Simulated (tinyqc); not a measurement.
Interdiffusion in a binary couple: Darken equations, Kirkendall shift and Boltzmann-Matano analysis: one step, computed by the program tinyqc.

x is the mole fraction of B; the molar volume is constant, and the two halves are long enough to count as infinite.

Task: Boltzmann-Matano diffusivity. D~(x) = area/(2 t slope), with z counted from the original interface (the Matano plane); 1 um^2 = 1e-12 m^2.

Inputs (values chosen for the exercise, for a model alloy A-B): temperature T = 1270 K; time t = 310000 s.

area -int z dx from x_L to the local x = 0.9905640 um

slope dx/dz at the local x = 0.01041110 1/um

Give: D~ from the profile.

Result:

D~ from the profile = 1.535e-16 m^2/s
